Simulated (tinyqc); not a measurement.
Which single mass stands for the valley: donor in an ellipsoidal valley (Kohn-Luttinger variational method). Computed by tinyqc, a small Python program. Command: `OMP_NUM_THREADS=1 python tinyqc.py 3015356 3015357 out.jsonl kohnlutt walk`. One thread of a shared host (Intel(R) Xeon(R) Processor @ 2.30GHz), about 0.04 s of CPU time with the checks.

H = -(d^2/dx^2 + d^2/dy^2) - gamma d^2/dz^2 - 2/r in units built on m_t, with gamma = m_t/m_l and z along the valley axis. One valley; no valley-orbit or central-cell term.

Inputs (values chosen for the exercise, modelled on diamond): transverse mass m_t = 0.347 m_0; longitudinal mass m_l = 1.54 m_0; dielectric constant eps = 5.63.

Constants: Ry = 13.605693123 eV; a_0 = 0.529177210903 angstrom.

Method:
- Ry* = Ry m_t/eps^2, a* = a_0 eps/m_t, gamma = m_t/m_l.
- Trial function exp(-sqrt((x^2 + y^2)/a^2 + z^2/b^2)) with beta = b/a < 1: E = t/a^2 - u/a, t = (2 + gamma/beta^2)/3, u = 2 arcsin(sqrt(1 - beta^2))/sqrt(1 - beta^2); the best a is 2 t/u and E(beta) = -u^2/(4 t).
- Golden-section search on beta from 0.05 to 0.999, 60 steps.
- Gaussian basis: g = P exp(-al (x^2 + y^2) - be z^2) with P = 1 (s-like), z (2p0) or x (2p+-); al = 0.004 x 2.6^k, k = 0..11, and be/al = 1, gamma^(-1/2) or 1/gamma (36 functions); 1/r = (2/sqrt(pi)) int exp(-t^2 r^2) dt by 48 Gauss-Legendre points after t = sqrt(al_i + al_j) tan(theta); overlap eigenvalues below 1e-10 are dropped.
- A hydrogenic level is Ry m/eps^2 for one mass m; errors are against the Gaussian basis.

gamma = 0.225325

1s binding energy, Gaussian basis = 228.930 meV

1s binding energy, trial function = 228.657 meV

1s binding energy:

| rule | mass (m_0) | binding (meV) | error (%) |
|---|---|---|---|
| transverse mass | 0.3470 | 148.95 | -34.94 |
| conductivity mass 3/(2/m_t + 1/m_l) | 0.4678 | 200.80 | -12.29 |
| density-of-states mass (m_t^2 m_l)^(1/3) | 0.5702 | 244.77 | 6.92 |
| longitudinal mass | 1.5400 | 661.04 | 188.75 |
| trial function with a and b | - | 228.66 | -0.12 |
| mass that fits 1s | 0.5333 | 228.93 | 0.00 |

The conductivity mass, which is what a spherical trial function (a = b) gives, falls short by 12.3 %, as a restricted variational bound must; the density-of-states mass is off by +6.9 %. The mass that fits lies between the two. Caution: a* is only a few bond lengths, so central-cell and valley-orbit terms are large. Caution: the short radius is only a few bond lengths, so the envelope approximation is rough.

Extremes, crossings and ranges named in words are read from the listed rows.
